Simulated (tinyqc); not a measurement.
# Changing the free density at the anode, in units of N_c

Model: space-charge-limited current through a thin insulating or semi-insulating film with traps. Computed by tinyqc, a small Python program. Command: `OMP_NUM_THREADS=1 python tinyqc.py 3031983 3031984 out.jsonl sclc sweep`. One thread of a shared host (Intel(R) Xeon(R) Processor @ 2.30GHz), about 0.01 s of CPU time with the checks.

One ohmic injecting contact at x = 0 (field zero), drift only, non-degenerate free carriers.

Inputs (values chosen for the exercise, modelled on semi-insulating GaAs):
```
quantity                                            value        unit
permittivity eps                                     12.9           -
band mobility mu                                     4700  cm^2/(V s)
effective density of states N_c                   4.6e+17      1/cm^3
trap density N_t                                  1.6e+17      1/cm^3
equilibrium Fermi level below the band edge, E_0     0.66          eV
thickness d                                           480          nm
temperature T                                         300           K
trap level E_t below the band edge                   0.38          eV
```

Traps: single level.

Constants: k_B = 8.617333262e-05 eV/K; e = 1.602176634e-19 C; eps_0 = 8.8541878128e-12 F/m.

Method:
- Free density n_0 = N_c exp(-E_0/k_B T) in equilibrium; trapped density n_t(n) = N_t/(1 + n_1/n), n_1 = N_c exp(-E_t/k_B T).
- theta = n/(n + n_t) at the anode density; trap-filled-limit voltage V_TFL = e (N_t - n_t(n_0)) d^2/(2 eps eps_0).
- J = e mu n F and (eps eps_0/e) dF/dx = n - n_0 + n_t(n) - n_t(n_0) = rho(n). With F = J/(e mu n): d = (eps eps_0 J/(e^2 mu)) I_1 and V = (eps eps_0 J^2/(e^3 mu^2)) I_2, I_k = int_(n_L)^infinity dn/(n^(k+1) rho(n)), n_L the density at the anode; with u = n_L/n, 200 Gauss-Legendre points in t, u = 1 - (1 - t)^2.
- Anode field J/(e mu n_L); Mott-Gurney current (9/8) eps eps_0 mu V^2/d^3; ohmic current e n_0 mu V/d.

One run for each value; columns: (1) free density at the anode, in units of N_c; (2) voltage V (V); (3) current density J (A/cm^2); (4) anode field over mean field V/d; (5) theta:
```
(1)             (2)        (3)    (4)        (5)
1.00e-10  1.587e-02  1.706e-05  1.490  1.189e-06
7.70e-10  1.271e-01  1.059e-03  1.500  1.190e-06
6.00e-09  9.650e-01  6.311e-02  1.510  1.206e-06
4.60e-08  5.990e+00  3.125e+00  1.572  1.321e-06
3.60e-07  1.842e+01  8.534e+01  1.783  2.223e-06
2.80e-06  2.463e+01  9.731e+02  1.955  9.238e-06
2.20e-05  2.572e+01  8.138e+03  1.993  6.443e-05
1.70e-04  2.600e+01  6.360e+04  1.994  4.897e-04
1.30e-03  2.677e+01  4.954e+05  1.973  3.725e-03
1.00e-02  3.046e+01  4.159e+06  1.892  2.795e-02
```

Over the rows, voltage V (V) rises from 0.0159 to 30.5 (exponent d ln y / d ln x 1.0 between the first rows and 0.063 between the last); current density J (A/cm^2) rises from 1.71e-5 to 4.16e6 (exponent d ln y / d ln x 2.0 between the first rows and 1.0 between the last); anode field over mean field V/d goes from 1.49 through a maximum among these rows, 1.99 at 1.70e-4, to 1.89.

Caution (rows 1.00e-10, 7.70e-10): V is below 10 k_B T/e, where diffusion from the contact, left out here, dominates. Caution (rows 7.70e-10, 6.00e-9, 4.60e-8, 3.60e-7, 2.80e-6, 2.20e-5, 1.70e-4, 0.00130, 0.0100): mu V/d exceeds 1e7 cm/s, so velocity saturation would limit the current. Caution (rows 2.80e-6, 2.20e-5, 1.70e-4, 0.00130, 0.0100): the mean field exceeds 0.4 MV/cm, about the breakdown field of GaAs. Caution (rows 2.20e-5, 1.70e-4, 0.00130, 0.0100): J V exceeds 1e5 W/cm^2, where self-heating, left out here, would matter.

Extremes, crossings and ranges named in words are read from the listed rows.
